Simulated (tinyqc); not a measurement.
MOS capacitor with interface traps: C-V stretch-out, conductance peak and subthreshold swing: one step, computed by the program tinyqc. Command: `OMP_NUM_THREADS=1 python tinyqc.py 3001584 3001585 out.jsonl mostraps walk`. One thread of a shared host (Intel(R) Xeon(R) Processor @ 2.30GHz), about 0.01 s of CPU time with the checks.

Energies at the interface are counted from the valence band. psi > 0 means bending towards depletion, so the surface potential is +psi. Boltzmann statistics, full ionisation, no quantum confinement. Traps are neutral when filled up to E_n, with a sharp (zero-temperature) occupation.

Question. Capacitances, high-low extraction and swing. C_LF = [1/C_ox + 1/(C_s + C_it)]^-1; C_HF = [1/C_ox + 1/C_s(HF)]^-1; high-low estimate D = [(1/C_LF - 1/C_ox)^-1 - (1/C_HF - 1/C_ox)^-1]/e; stretch-out |dV_G/d psi| = 1 + (C_s + C_it)/C_ox; swing factor at this bending (the subthreshold swing when psi lies between phi_B and 2 phi_B) S = ln(10) (k_B T/e)(1 + (C_s(HF) + C_it)/C_ox).

Inputs (values chosen for the exercise, for a model semiconductor): temperature T = 350 K.

Substrate: p-type. Trap spectrum: flat plus a Gaussian peak.

C_ox = 0.05912797 microF/cm^2

C_s = 0.03255294 microF/cm^2

C_it = 0.2208474 microF/cm^2

C_s at high frequency = 0.03255283 microF/cm^2

k_B T = 0.03016067 eV

Constants: e = 1.602176634e-19 C.

Give: C_LF; C_HF; high-low estimate of D; stretch-out; swing factor S.

Answer.

C_LF = 0.04794 microF/cm^2

C_HF = 0.02099 microF/cm^2

high-low estimate of D = 1.378e+12 cm^-2 eV^-1

stretch-out = 5.286

swing factor S = 367.1 mV/decade
